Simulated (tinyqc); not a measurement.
Inside a calculation. Method: Luttinger-Kohn k.p, four valence bands. Computed by tinyqc, a small Python program that keeps every step. Settings: g1 = 19.67, g2 = 6.76, g3 = 9.2. Command: `OMP_NUM_THREADS=1 python tinyqc.py 20751 20752 out.jsonl` (the two numbers bound the seeds that draw the settings). One thread of a shared host (Intel(R) Xeon(R) Processor @ 2.60GHz), about 0.01 s of CPU time with the checks.

## Bloch Hamiltonian at k

Luttinger parameters chosen for this model; energies are counted downward from the top of the valence band:

| parameter | value | unit |
|---|---|---|
| g1 | 19.670000 |  |
| g2 | 6.760000 |  |
| g3 | 9.200000 |  |

k point k (1/angstrom): 0.0260  0.0140  0.0470

P = c g1 k^2, Q = c g2 (kx^2 + ky^2 - 2 kz^2), R = c sqrt3 [-g2 (kx^2 - ky^2) + 2i g3 kx ky], S = 2 c sqrt3 g3 (kx - i ky) kz, c = hbar^2/2m = 3.809982 eV angstrom^2; rows [P+Q, -S, R, 0], [-S*, P-Q, 0, R], [R*, 0, P-Q, S], [0, R*, S*, P+Q]. The path ends lie at |k| = 0.05 1/angstrom.

H(k) at k (eV), lower triangle (Hermitian):
```
                  3/2              1/2            -1/2    -3/2
3/2            0.1396
1/2   -0.1484-0.0799i           0.3222
-1/2  -0.0214-0.0442i           0.0000          0.3222
-3/2           0.0000  -0.0214-0.0442i  0.1484+0.0799i  0.1396
```

## Levels at k

Diagonalise the Hermitian matrix.

eigenvalues (eV): 0.0330  0.0330  0.4288  0.4288

## Bands along a path

The same steps at evenly spaced points between the labelled ones.

Bands along the path (eV):

| k | band 1 | band 2 | band 3 | band 4 |
|---|---|---|---|---|
| [111] | 0.0121 | 0.0121 | 0.3626 | 0.3626 |
| [111]-G 0.33 | 0.0054 | 0.0054 | 0.1612 | 0.1612 |
| [111]-G 0.67 | 0.0013 | 0.0013 | 0.0403 | 0.0403 |
| G | 0.0000 | 0.0000 | 0.0000 | 0.0000 |
| G-[100] 0.33 | 0.0065 | 0.0065 | 0.0351 | 0.0351 |
| G-[100] 0.67 | 0.0260 | 0.0260 | 0.1405 | 0.1405 |
| [100] | 0.0586 | 0.0586 | 0.3161 | 0.3161 |

## Hole masses

E = c [g1 k^2 -/+ 2 sqrt(g2^2 k^4 + 3 (g3^2 - g2^2)(kx^2 ky^2 + ky^2 kz^2 + kz^2 kx^2))] with c = hbar^2/2m, and m* = hbar^2 k^2 / (2 E).

Masses (electron masses):

| direction | heavy | light |
|---|---|---|
| [100] | 0.1626 | 0.0301 |
| [110] | 0.4236 | 0.0270 |
| [111] | 0.7874 | 0.0263 |
